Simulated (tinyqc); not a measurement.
Inside a calculation. Model: charge control and current of a heterostructure field-effect transistor. Computed by tinyqc, a small Python program that keeps every step. Command: `OMP_NUM_THREADS=1 python tinyqc.py 3014242 3014243 out.jsonl hemt walk`. One thread of a shared host (Intel(R) Xeon(R) Processor @ 2.30GHz), about 0.01 s of CPU time with the checks. Intermediate numbers are printed to about 6 digits and carried at full precision; extremes and crossings named in words are read from the listed rows.

Two subbands in a triangular well; E_F is counted from the conduction band edge of the channel at the interface.

Inputs (values chosen for the exercise, modelled on AlGaAs/GaAs): channel mass m = 0.067 m_0; permittivity eps (barrier and channel) = 12.3; barrier thickness d = 20 nm; Schottky barrier phi_B = 0.86 eV; conduction band offset dE_c = 0.3 eV; delta-doping density N_d = 6.9e+12 1/cm^2; gate voltage V_G = -0.25 V; mobility mu = 5700 cm^2/(V s); saturation velocity v_s = 1.8 1e7 cm/s; gate length L = 1000 nm; source resistance R_S = 0.44 ohm mm; temperature T = 77 K; mixing = 0.3; iteration cap = 200; spacer between delta layer and channel = 2.4 nm.

Charge source: delta doping. Velocity law: two-piece.

Constants: e = 1.602176634e-19 C; eps_0 = 8.8541878128e-12 F/m; k_B = 8.617333262e-05 eV/K; hbar = 1.054571817e-34 J s; m_0 = 9.1093837015e-31 kg; k_B = 1.380649e-23 J/K.

## Threshold and barrier capacitance

Threshold V_T = phi_B - dE_c - e N_d (d - spacer)/(eps eps_0) (in volts); C_b = eps eps_0/d.

threshold voltage V_T = -1.22656 V

barrier capacitance C_b = 0.544533 microfarad/cm^2

The device is normally on.

## First iteration

Charge control: n_s = C_b (V_G - V_T - E_F/e)/e. Well: mean field F = e n_s/(2 eps eps_0), E_i = (hbar^2/2m)^(1/3) [(3 pi e F/2)(i + 3/4)]^(2/3), i = 0, 1; n_s = D k_B T sum_i ln(1 + exp((E_F - E_i)/k_B T)), D = m/(pi hbar^2), which is solved in closed form for E_F. Iteration from n_s = C_b (V_G - V_T)/(2e): E_F from n_s, n_out from the charge control, n_new = n_s + mixing (n_out - n_s), kept above n_s/10; stop when |n_out/n_s - 1| < 1e-9.

starting n_s = 1.65952e+12 1/cm^2

E_0 = 101.912 meV

E_1 = 179.284 meV

E_F = 160.807 meV

n_out = 2.77251e+12 1/cm^2

Caution: a density of n_out would put E_F above the conduction band minimum of the barrier, where parallel conduction sets in.

## Sheet density

The formulas are those given above.

Course of the iteration:
```
iteration  n_s (1/cm^2)  E_F (meV)  |n_out/n_s - 1|
1           1.65952e+12    160.807      6.70667e-01
2           1.99342e+12    185.870      3.48100e-01
3           2.20159e+12    201.082      1.97146e-01
4           2.33180e+12    210.452      1.16639e-01
5           2.41340e+12    216.269      7.06951e-02
6           2.46458e+12    219.898      4.34553e-02
7           2.49671e+12    222.167      2.69379e-02
...                 ...        ...              ...
38          2.55099e+12    225.987      1.46568e-08
39          2.55099e+12    225.987      9.21046e-09
40          2.55099e+12    225.987      5.78794e-09
41          2.55099e+12    225.987      3.63719e-09
42          2.55099e+12    225.987      2.28564e-09
43          2.55099e+12    225.987      1.43632e-09
44          2.55099e+12    225.987      9.02595e-10
```

sheet density n_s = 2.55099e+12 1/cm^2

Converged in 44 iterations.

## Levels and gate capacitance

C_g = e dn_s/dV_G = 1/(1/C_b + 1/C_q), 1/C_q = d(E_F/e)/d(e n_s) by a central difference of +/- 0.1 % in n_s; added distance dd = eps eps_0/C_q.

E_0 = 135.740 meV

E_1 = 238.795 meV

E_F = 225.987 meV

share in the second subband = 0.986362 %

gate capacitance C_g = 0.439622 microfarad/cm^2

added distance dd = 4.77274 nm

C_g is 81 % of C_b: the finite density of states and the rise of E_0 act as 4.8 nm of extra barrier. Caution: E_F lies above the conduction band minimum of the barrier, so electrons would spill into the barrier.

## Saturation current

With V = e n_s/C_g and V_c = v_s L/mu: for v = mu F up to v_s, I/W = C_g v_s V_c (sqrt(1 + (V/V_c)^2) - 1) and V_Dsat = V + V_c - sqrt(V^2 + V_c^2); g_m = dI/dV; extrinsic g_m/(1 + g_m R_S); f_T = g_m/(2 pi C_g L).

V = 0.929691 V

V_c = 0.315789 V

V_Dsat = 0.263621 V

saturation current I/W = 527.075 mA/mm

intrinsic g_m = 749.276 mS/mm

extrinsic g_m = 563.500 mS/mm

intrinsic f_T = 27.1258 GHz

V/V_c = 2.94: between the square law and full saturation; I is 72 % of e n_s v_s = 736 mA/mm.

## Gate length

The formulas are those given above.

Scaling; the last columns are v_s/(2 pi L) and mu V/(2 pi L^2):
```
L (nm)  I/W (mA/mm)  g_m (mS/mm)  extrinsic g_m (mS/mm)    f_T (GHz)  velocity limit (GHz)  mobility limit (GHz)
30          728.225      791.279                586.932  9.54880e+02               954.930           9.37112e+04
60          720.843      791.156                586.864  4.77366e+02               477.465           2.34278e+04
120         706.308      790.664                586.593  2.38534e+02               238.732           5.85695e+03
250         675.859      788.483                585.391  1.14181e+02               114.592           1.34944e+03
500         621.273      780.149                580.785  5.64869e+01                57.296           3.37360e+02
1000        527.075      749.276                563.500  2.71258e+01                28.648           8.43400e+01
2000        389.607      654.564                508.199  1.18485e+01                14.324           2.10850e+01
5000        200.500      401.504                341.223  2.90710e+00                 5.730           3.37360e+00
```

f_T scales as L^-1.00 at the short end and L^-1.53 at the long end; the two limits cross at L = mu V/v_s = 2940 nm. g_m tends to C_g v_s = 791 mS/mm, and R_S cuts it by 26 % at the shortest gate. Fringe capacitances and short-channel effects, left out, lower f_T once L is below about ten barrier thicknesses.

Checks made by the program: iterated density against a bracketing root search (relative difference 7e-10).
